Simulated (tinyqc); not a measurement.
UHF in the sto-6g basis, for BeH+, spin multiplicity 1, step by step (part 2 of 2). Computed by tinyqc, a small Python program that keeps every step (integrals from PySCF). Command: `OMP_NUM_THREADS=1 python tinyqc.py 29169 29170 out.jsonl` (the two numbers bound the seeds that draw the settings). One thread of a shared host (Intel(R) Xeon(R) Processor @ 2.60GHz), about 0.1 s of CPU time with the checks.

Geometry (angstrom):
```
atom,x,y,z
Be,0.000000,0.000000,0.000000
H,0.000000,0.000000,2.473000
```

## Iteration 3: diagonalisation and new density

extrapolated F(alpha) (hartree), lower triangle:
```
,1Be 1s,1Be 2s,1Be 2px,1Be 2py,1Be 2pz,2H 1s
1Be 1s,-5.020655
1Be 2s,-1.353611,-0.666216
1Be 2px,0.000000,0.000000,-0.084579
1Be 2py,0.000000,0.000000,0.000000,-0.084579
1Be 2pz,-0.002093,-0.104257,0.000000,0.000000,-0.158087
2H 1s,-0.030106,-0.214728,0.000000,0.000000,-0.247256,-0.598028
```

extrapolated F(beta) (hartree), lower triangle:
```
,1Be 1s,1Be 2s,1Be 2px,1Be 2py,1Be 2pz,2H 1s
1Be 1s,-5.053133
1Be 2s,-1.347573,-0.905376
1Be 2px,0.000000,0.000000,-0.142749
1Be 2py,0.000000,0.000000,0.000000,-0.142749
1Be 2pz,0.001214,0.051544,0.000000,0.000000,-0.154634
2H 1s,-0.028123,-0.148050,0.000000,0.000000,-0.096153,-0.117853
```

X:
```
,1,2,3,4,5,6
1Be 1s,-0.657260,0.486734,0.000000,0.000000,-0.411853,0.481468
1Be 2s,0.785775,-0.287255,0.000000,0.000000,-0.256347,0.568989
1Be 2px,0.000000,0.000000,0.137485,0.990504,0.000000,0.000000
1Be 2py,0.000000,0.000000,0.990504,-0.137485,0.000000,0.000000
1Be 2pz,0.321485,0.707418,0.000000,0.000000,0.613133,0.236283
2H 1s,-0.525522,-0.605501,0.000000,0.000000,0.506879,0.393150
```

D(alpha) after iteration 2, lower triangle:
```
,1Be 1s,1Be 2s,1Be 2px,1Be 2py,1Be 2pz,2H 1s
1Be 1s,1.007781
1Be 2s,-0.044909,0.229947
1Be 2px,0.000000,0.000000,0.000000
1Be 2py,0.000000,0.000000,0.000000,0.000000
1Be 2pz,-0.067304,0.242392,0.000000,0.000000,0.255909
2H 1s,-0.081309,0.282258,0.000000,0.000000,0.298057,0.347155
```

D(beta) after iteration 2, lower triangle:
```
,1Be 1s,1Be 2s,1Be 2px,1Be 2py,1Be 2pz,2H 1s
1Be 1s,1.061467
1Be 2s,-0.241707,0.950918
1Be 2px,0.000000,0.000000,0.000000
1Be 2py,0.000000,0.000000,0.000000,0.000000
1Be 2pz,0.048145,-0.181394,0.000000,0.000000,0.034606
2H 1s,-0.054074,0.194380,0.000000,0.000000,-0.037089,0.039756
```

overlap S, lower triangle:
```
,1Be 1s,1Be 2s,1Be 2px,1Be 2py,1Be 2pz,2H 1s
1Be 1s,1.000000
1Be 2s,0.254764,1.000000
1Be 2px,0.000000,0.000000,1.000000
1Be 2py,0.000000,0.000000,0.000000,1.000000
1Be 2pz,0.000000,0.000000,0.000000,0.000000,1.000000
2H 1s,0.005489,0.130224,0.000000,0.000000,0.183640,1.000000
```

A level shift of 0.2 hartree raises the virtual space: F + shift (S - S D(s) S), with D(s) the density of one spin. Diagonalise F' = X^T F X, C = X C', fill 2 alpha and 2 beta electrons from the bottom; D(s) = C_occ C_occ^T. Each column has its largest component positive (the first on a tie).

F' = X^T F X (alpha) (hartree), lower triangle:
```
,1,2,3,4,5,6
1,-1.024909
2,0.958535,-0.807047
3,0.000000,0.000000,0.115421
4,0.000000,0.000000,0.000000,0.115421
5,-1.069212,1.164480,0.000000,0.000000,-1.369326
6,1.395388,-1.134301,0.000000,0.000000,1.242611,-2.392573
```

orbital energies (alpha) (hartree): MO1 -5.021928, MO2 -0.673237, MO3 -0.035276, MO4 0.115421, MO5 0.115421, MO6 0.136586

coefficients C (alpha):
```
,MO1,MO2,MO3,MO4,MO5,MO6
1Be 1s,0.995489,-0.113694,-0.254079,0.000000,0.000000,0.043059
1Be 2s,0.017201,0.400731,0.951652,0.000000,0.000000,-0.151319
1Be 2px,0.000000,0.000000,0.000000,0.954530,0.298115,0.000000
1Be 2py,0.000000,0.000000,0.000000,-0.298115,0.954530,0.000000
1Be 2pz,0.000952,0.317671,0.047778,0.000000,0.000000,0.965586
2H 1s,-0.001323,0.762378,-0.541139,0.000000,0.000000,-0.424552
```

F' = X^T F X (beta) (hartree), lower triangle:
```
,1,2,3,4,5,6
1,-1.136835
2,1.197284,-0.883115
3,0.000000,0.000000,0.057251
4,0.000000,0.000000,0.000000,0.057251
5,-1.039610,0.910502,0.000000,0.000000,-1.168065
6,1.224444,-1.129812,0.000000,0.000000,1.602978,-2.264148
```

orbital energies (beta) (hartree): MO1 -5.054011, MO2 -0.598398, MO3 0.002620, MO4 0.057251, MO5 0.057251, MO6 0.197625

coefficients C (beta):
```
,MO1,MO2,MO3,MO4,MO5,MO6
1Be 1s,0.996196,-0.268038,0.009704,0.000000,0.000000,0.077393
1Be 2s,0.014580,0.995783,-0.046111,0.000000,0.000000,-0.309026
1Be 2px,0.000000,0.000000,0.000000,0.071753,0.997422,0.000000
1Be 2py,0.000000,0.000000,0.000000,0.997422,-0.071753,0.000000
1Be 2pz,-0.000185,-0.137355,0.775343,0.000000,0.000000,-0.644617
2H 1s,-0.001414,0.150608,0.508133,0.000000,0.000000,0.879440
```

D(alpha) after iteration 3, lower triangle:
```
,1Be 1s,1Be 2s,1Be 2px,1Be 2py,1Be 2pz,2H 1s
1Be 1s,1.003924
1Be 2s,-0.028438,0.160881
1Be 2px,0.000000,0.000000,0.000000
1Be 2py,0.000000,0.000000,0.000000,0.000000
1Be 2pz,-0.035170,0.127317,0.000000,0.000000,0.100916
2H 1s,-0.087995,0.305485,0.000000,0.000000,0.242185,0.581222
```

D(beta) after iteration 3, lower triangle:
```
,1Be 1s,1Be 2s,1Be 2px,1Be 2py,1Be 2pz,2H 1s
1Be 1s,1.064250
1Be 2s,-0.252384,0.991797
1Be 2px,0.000000,0.000000,0.000000
1Be 2py,0.000000,0.000000,0.000000,0.000000
1Be 2pz,0.036632,-0.136779,0.000000,0.000000,0.018866
2H 1s,-0.041777,0.149953,0.000000,0.000000,-0.020687,0.022685
```

Within a degenerate level the vectors are fixed only up to a rotation; this is one choice.

## Iteration 15 (converged): orbitals

converged F(alpha) (hartree), lower triangle:
```
,1Be 1s,1Be 2s,1Be 2px,1Be 2py,1Be 2pz,2H 1s
1Be 1s,-5.051438
1Be 2s,-1.364080,-0.624253
1Be 2px,0.000000,0.000000,-0.093881
1Be 2py,0.000000,0.000000,0.000000,-0.093881
1Be 2pz,0.000411,-0.037412,0.000000,0.000000,-0.136264
2H 1s,-0.030077,-0.168384,0.000000,0.000000,-0.206987,-0.672287
```

converged F(beta) (hartree), lower triangle:
```
,1Be 1s,1Be 2s,1Be 2px,1Be 2py,1Be 2pz,2H 1s
1Be 1s,-5.096649
1Be 2s,-1.355574,-0.961025
1Be 2px,0.000000,0.000000,-0.175230
1Be 2py,0.000000,0.000000,0.000000,-0.175230
1Be 2pz,0.000783,0.005777,0.000000,0.000000,-0.177292
2H 1s,-0.029197,-0.112069,0.000000,0.000000,-0.088707,0.028357
```

Diagonalise F' = X^T F X, C = X C', fill 2 alpha and 2 beta electrons from the bottom; D(s) = C_occ C_occ^T. Each column has its largest component positive (the first on a tie).

F' = X^T F X (alpha) (hartree), lower triangle:
```
,1,2,3,4,5,6
1,-1.189229
2,0.882942,-1.029512
3,0.000000,0.000000,-0.093881
4,0.000000,0.000000,0.000000,-0.093881
5,-0.946246,1.122169,0.000000,0.000000,-1.470632
6,1.441501,-1.093857,0.000000,0.000000,1.307572,-2.367126
```

orbital energies (alpha) (hartree): MO1 -5.052780, MO2 -0.697720, MO3 -0.233131, MO4 -0.093881, MO5 -0.093881, MO6 -0.072870

coefficients C (alpha):
```
,MO1,MO2,MO3,MO4,MO5,MO6
1Be 1s,0.995428,-0.054045,-0.276052,0.000000,0.000000,-0.018224
1Be 2s,0.017429,0.177879,1.025574,0.000000,0.000000,0.075320
1Be 2px,0.000000,0.000000,0.000000,0.881683,0.471842,0.000000
1Be 2py,0.000000,0.000000,0.000000,-0.471842,0.881683,0.000000
1Be 2pz,0.000263,0.142094,-0.072453,0.000000,0.000000,1.005044
2H 1s,-0.001460,0.927022,-0.277146,0.000000,0.000000,-0.343682
```

F' = X^T F X (beta) (hartree), lower triangle:
```
,1,2,3,4,5,6
1,-1.300429
2,1.126637,-0.933599
3,0.000000,0.000000,-0.175230
4,0.000000,0.000000,0.000000,-0.175230
5,-1.058563,0.857586,0.000000,0.000000,-1.289293
6,1.173688,-1.217131,0.000000,0.000000,1.562136,-2.316769
```

orbital energies (beta) (hartree): MO1 -5.097440, MO2 -0.642891, MO3 -0.190095, MO4 -0.175230, MO5 -0.175230, MO6 0.090336

coefficients C (beta):
```
,MO1,MO2,MO3,MO4,MO5,MO6
1Be 1s,0.996382,-0.275500,0.006659,0.000000,0.000000,0.040158
1Be 2s,0.013882,1.028823,-0.029169,0.000000,0.000000,-0.172913
1Be 2px,0.000000,0.000000,0.000000,0.057940,0.998320,0.000000
1Be 2py,0.000000,0.000000,0.000000,0.998320,-0.057940,0.000000
1Be 2pz,0.000043,-0.014418,0.936448,0.000000,0.000000,-0.398010
2H 1s,-0.001265,0.033547,0.219817,0.000000,0.000000,1.002423
```

D(alpha) after iteration 15, lower triangle:
```
,1Be 1s,1Be 2s,1Be 2px,1Be 2py,1Be 2pz,2H 1s
1Be 1s,0.993798
1Be 2s,0.007736,0.031945
1Be 2px,0.000000,0.000000,0.000000
1Be 2py,0.000000,0.000000,0.000000,0.000000
1Be 2pz,-0.007417,0.025280,0.000000,0.000000,0.020191
2H 1s,-0.051553,0.164872,0.000000,0.000000,0.131724,0.859371
```

D(beta) after iteration 15, lower triangle:
```
,1Be 1s,1Be 2s,1Be 2px,1Be 2py,1Be 2pz,2H 1s
1Be 1s,1.068677
1Be 2s,-0.269610,1.058670
1Be 2px,0.000000,0.000000,0.000000
1Be 2py,0.000000,0.000000,0.000000,0.000000
1Be 2pz,0.004015,-0.014833,0.000000,0.000000,0.000208
2H 1s,-0.010503,0.034496,0.000000,0.000000,-0.000484,0.001127
```

Within a degenerate level the vectors are fixed only up to a rotation; this is one choice.

## Convergence

Stop when the energy changes by less than 1e-10 hartree and every element of the error matrix X^T (F D S - S D F) X (for each spin) is below 3e-06.

Course of the cycle:
```
iteration,E (hartree),change,largest element of the error matrix
1,-14.41685850,-,1.95e-01
2,-14.57994967,-1.63e-01,1.16e-01
3,-14.66542284,-8.55e-02,6.67e-02
4,-14.71140087,-4.60e-02,3.29e-02
5,-14.73432681,-2.29e-02,1.19e-02
6,-14.73570349,-1.38e-03,5.45e-03
7,-14.73608771,-3.84e-04,1.76e-03
8,-14.73615897,-7.13e-05,7.70e-04
9,-14.73617173,-1.28e-05,3.48e-04
10,-14.73617442,-2.69e-06,1.24e-04
11,-14.73617473,-3.08e-07,4.88e-05
12,-14.73617476,-3.47e-08,1.70e-05
13,-14.73617476,-3.44e-09,5.26e-06
14,-14.73617476,-3.57e-10,1.65e-06
15,-14.73617476,-4.15e-11,5.41e-07
```

PySCF UHF in the same basis, after a stability check = -14.73617476 hartree

Converged in 15 iterations.

## Populations, bond orders and dipole

Mulliken: Z minus the diagonal of D S on the atom; Loewdin: the same with S^(1/2) D S^(1/2); Mayer order: 2 sum_s sum (D(s) S)_ij (D(s) S)_ji over the two atoms.

Charges (e):
```
atom,Mulliken,Loewdin,Mulliken spin
1Be,0.910221,0.904906,-0.899275
2H,0.089779,0.095094,0.899275
```

Mayer bond orders:
```
pair,order
2-1,0.183243
```

dipole moment about the origin, x y z (debye): 0.000000  0.000000  0.766025

<S^2> of the determinant (pure state: 0) = 0.896134
